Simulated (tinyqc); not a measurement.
Comparisons within one model: Wannier function of the lower band of a two-orbital chain. A value that a table varies takes the place of the one given here.

H(k) = [[-d/2 - 2 ta cos k, -t1 - t2 exp(-ik)], [-t1 - t2 exp(ik), d/2 - 2 tb cos k]], k in 1/a, Bloch sums with exp(ikR) and without the positions inside the cell. Mesh k_j = 2 pi j/N. Projection gauge: each lower eigenvector u is multiplied by the phase that makes <trial|u> real and positive (the one-band case of Loewdin orthogonalisation). Wannier amplitudes w(R) = (1/N) sum_k exp(ikR) u(k); hoppings H(R) = (1/N) sum_k exp(-ikR) E(k).

Values chosen for the exercise: d = -0.51 eV (A at -d/2, B at +d/2); t1 = 1.55 eV (A-B in the cell); t2 = 1.14 eV (B to A of the next cell); ta = 0.28 eV (A-A between cells); tb = 0.21 eV (B-B between cells); xb = 0.65 a (position of B (A at 0)); th = 30 degrees (trial orbital cos(th) A + sin(th) B in cell 0).

## Convergence with the mesh

Centre and Omega_I from overlaps M_j = u_j^+ diag(1, exp(-i b xb)) u_(j+1), b = 2 pi/N: centre -(1/2 pi) sum arg M, Omega_I = (1/(N b^2)) sum (1 - |M|^2). Largest error of the Fourier interpolation on 41 points from 0 to pi.

Mesh:
```
N,centre (a),Omega_I (a^2),H(1) (eV),largest error (meV)
3,0.51445,0.08462,-0.67012,472.675
4,0.46335,0.10729,-0.78829,131.368
6,0.45544,0.13432,-0.76185,54.924
8,0.45235,0.15289,-0.75711,24.771
12,0.44995,0.17433,-0.75556,6.956
16,0.44907,0.18461,-0.75541,2.240
24,0.44843,0.19295,-0.75538,0.283
```

The interpolation error falls exponentially, from 131.4 meV at N = 4 to 6.956 at N = 12, because the hoppings decay exponentially for an isolated band (smallest gap 1.05 eV). Omega_I carries a finite-difference error and converges as a power: against the value 0.20025 on 400 points it is off by -0.02592 at N = 12 and -0.00730 at N = 24, an exponent of 1.83, near the limit 2.

## Choice of the trial orbital

N = 16. Centre, Omega_I and Omega_D from overlaps (b = 2 pi/N, M_j = u_j^+ diag(1, exp(-i b xb)) u_(j+1); Omega_D = (1/(N b^2)) sum (arg M_j + b centre)^2).

Trial angle:
```
th (deg),smallest projection,centre (a),Omega_I (a^2),Omega_D (a^2)
0,0.435,0.4491,0.18461,0.34494
15,0.653,0.4491,0.18461,0.14940
30,0.827,0.4491,0.18461,0.06481
45,0.909,0.4491,0.18461,0.02315
60,0.922,0.4491,0.18461,0.00373
75,0.870,0.4491,0.18461,0.00118
90,0.731,0.4491,0.18461,0.01977
```

Omega_I is the same for all. Omega_D is smallest at 75 degrees (0.00118) and largest at 0 (0.34494). The centre does not move.

## Centre against ionicity

N = 24, d varied. Overlaps M_j = u_j^+ diag(1, exp(-i b xb)) u_(j+1), b = 2 pi/N; centre -(1/2 pi) sum arg M_j folded into [0, 1); Omega_I = (1/(N b^2)) sum (1 - |M_j|^2); charge moved is -2 times the shift of the centre from its value at d = 0 (a doubly filled band); weight on A averaged over the mesh.

Against d:
```
d (eV),centre (a),charge moved (e),weight on A,Omega_I (a^2)
-6.0,0.6271,-0.5510,0.074,0.0239
-3.0,0.5926,-0.4821,0.168,0.0588
-1.5,0.5405,-0.3779,0.276,0.1116
-0.5,0.4469,-0.1907,0.401,0.1940
0.0,0.3516,0.0000,0.489,0.2360
0.5,0.2411,0.2210,0.584,0.2183
1.5,0.1192,0.4648,0.722,0.1230
3.0,0.0589,0.5854,0.834,0.0606
6.0,0.0229,0.6574,0.928,0.0237
```

For large positive d the function sits on A (centre 0.023) and for large negative d on B at 0.65 (centre 0.627); at d = 0 it lies at 0.352, on the bond inside the cell, the stronger one. Among these rows the spread is largest at d = 0 eV.

## What each parameter does

N = 24: centre (folded into [0, 1)) and Omega_I from overlaps M_j = u_j^+ diag(1, exp(-i b xb)) u_(j+1), b = 2 pi/N: centre = -(1/2 pi) Im ln prod M_j, Omega_I = mean(1 - |M_j|^2)/b^2; and the first two hoppings H(R). Each row changes one parameter from the base and keeps the others.

Results:
```
case,centre (a),Omega_I (a^2),H(1) (eV),H(2) (eV)
base,0.4484,0.1930,-0.7554,0.0800
d = -0.21 eV,0.3964,0.2226,-0.7675,0.0860
t1 = 1.7 eV,0.4239,0.1762,-0.7660,0.0770
t2 = 1.04 eV,0.4318,0.1725,-0.7176,0.0691
ta = 0.38 eV,0.4683,0.1770,-0.7923,0.0730
xb = 0.7 a,0.4786,0.2065,-0.7554,0.0800
th = 40 degrees,0.4484,0.1930,-0.7554,0.0800
```

The largest shifts from the base row, up to three for each result and ties (the steps differ in size, so this ranks the rows, not the parameters). centre (a): d -0.0521, xb +0.0302, t1 -0.0245; unchanged at the printed digits by th. Omega_I (a^2): d +0.0297, t2 -0.0205, t1 -0.0167; unchanged at the printed digits by th. H(1) (eV): t2 +0.0377, ta -0.0370, d -0.0121; unchanged at the printed digits by xb and th. H(2) (eV): t2 -0.0109, ta -0.0070, d +0.0059; unchanged at the printed digits by xb and th. The trial angle is a choice of gauge and moves none of these; xb enters the position operator alone, so it leaves the hoppings.

Computed by tinyqc, a small Python program: `OMP_NUM_THREADS=1 python tinyqc.py 1451589 1451590 out.jsonl` (the numbers bound the seed that draws the inputs); one thread of a shared host (Intel(R) Xeon(R) Processor @ 2.30GHz), about 0.2 s for the whole set of steps.
